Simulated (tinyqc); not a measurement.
Two-sublattice mean-field magnet: ferrimagnet, compensation points and susceptibility: one step, computed by the program tinyqc.

A random alloy A(1-x)B(x) with H = -sum over pairs J S_i.S_j. a = <S_A> and b = <S_B> are taken along z, a > 0. Exchange fields: h_A = (1 - x) zJ_AA a + x zJ_AB b, h_B = (1 - x) zJ_AB a + x zJ_BB b; a = S_A B_(S_A)(S_A h_A/(k_B T)) and likewise for b, with the Brillouin function B_S(y) = [(2S + 1)/(2S)] coth[(2S + 1) y/(2S)] - [1/(2S)] coth[y/(2S)].

Problem. Ordering temperature. Linearised, T (a, b) = M (a, b) with M_ij = S_i (S_i + 1) c_j zJ_ij/(3 k_B), c_A = 1 - x, c_B = x. T_c is the larger eigenvalue, and its eigenvector gives b/a at onset, (T_c - M_AA)/M_AB.

Inputs (values chosen for the exercise, for a model ferrimagnet):
```
quantity               value  unit
spin S_A                 2.5     -
spin S_B                 3.5     -
fraction x of B sites   0.28     -
z J_AA                  10.7   meV
z J_BB                  0.51   meV
z J_AB                    -2   meV
T over T_c               0.2     -
```

Constants: k_B = 8.617333262e-05 eV/K.

Give: M; eigenvalues; T_c; b/a at onset; T.

Solution.

M (K):
```
        A       B
A  260.75  -18.95
B  -87.73    8.70
```

eigenvalues (K): 2.27  267.19

T_c = 267.19 K

b/a at onset = -0.33940

T = 53.437 K

The antiferromagnetic A-B coupling raises T_c by 6 K over that of A alone.
